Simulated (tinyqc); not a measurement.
Trap spacing and activation energy from three currents.

Problem. In its exponential range, without heating, an amorphous layer of thickness ua passes I = (I0/2) exp[-(Ea - q V dz/(2 ua))/kB T]. Find dz, Ea and I0.

Parameters, values chosen for the exercise:
- ua = 30 nm (amorphous thickness)

Constants: q = 1.602176634e-19 C, kB = 1.380649e-23 J/K. Results are converted to the units shown.

I at (0.28 V, 300 K), (0.41 V, 300 K) and (0.41 V, 340 K) (nA): [1093.2907, 2032.7493, 6927.6738]

Answer. The two voltages give dz/ua, the two temperatures the lowered barrier.

dz = 7.400 nm
Ea = 0.3200 eV
I0 = 136.6 mA

Computed by the program tinyqc: `OMP_NUM_THREADS=1 python tinyqc.py 2490105 2490106 out.jsonl`, one thread of a shared Intel Xeon 2.30GHz, about 0.01 s for the whole run.
